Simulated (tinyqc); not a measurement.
Resistance of a tapered via with liner, size effect and interface: one step of the calculation.

A round via whose diameter grows from db at the bottom as D(z) = db + 2 z/tan(ang). The fill, of diameter D - 2 tl, starts above the bottom liner (thickness fb tl) and has rho = rho0 (1 + ks lam/(D - 2 tl)); the sidewall liner conducts in parallel with it. The bottom liner and the interface are crossed over the full area pi db^2/4. Spreading in the lines above and below is left out.

Task. Total resistance. R_fill = sum of the slices; R_bottom = rl fb tl/(pi db^2/4); R_interface = ri/(pi db^2/4); ballistic (Sharvin) limit 1/(Sb pi (db - 2 tl)^2/4); ideal cylinder rho0 hv/(pi db^2/4).

Inputs (values chosen for the exercise); fill metal close to copper: diameter at the bottom db = 41 nm; height hv = 51 nm; bulk resistivity of the fill rho0 = 1.67 uohm cm; liner on the sidewall tl = 1.7 nm; liner at the bottom over that on the sidewall fb = 1; resistivity of the liner rl = 240 uohm cm; interface resistivity at the bottom ri = 3.8e-12 ohm cm^2; ballistic conductance per area, about 3/(4 rho0 lam) Sb = 1.1e15 S/m^2.

slice resistance, slice 0 to 9 (ohm): 0.12718737  0.12579540  0.12442548  0.12307715  0.12174996  0.12044350  0.11915734  0.11789106  0.11664428  0.11541660

Give: parts; R; shares; ballistic limit; ideal cylinder.

Result.

parts (ohm): fill 1.2118, bottom liner 3.0903, interface 0.28782
R = 4.5899 ohm
shares (%): fill 26.401, bottom liner 67.328, interface 6.271
ballistic limit = 0.81873 ohm
ideal cylinder = 0.64510 ohm

The bottom liner is the largest part, and R is 7.12 times the ideal cylinder. With 2000 slices R = 4.5899 ohm.

Numbers from tinyqc (`OMP_NUM_THREADS=1 python tinyqc.py 2750079 2750080 out.jsonl`; about 0.01 s on one thread of a shared Intel Xeon 2.30GHz).
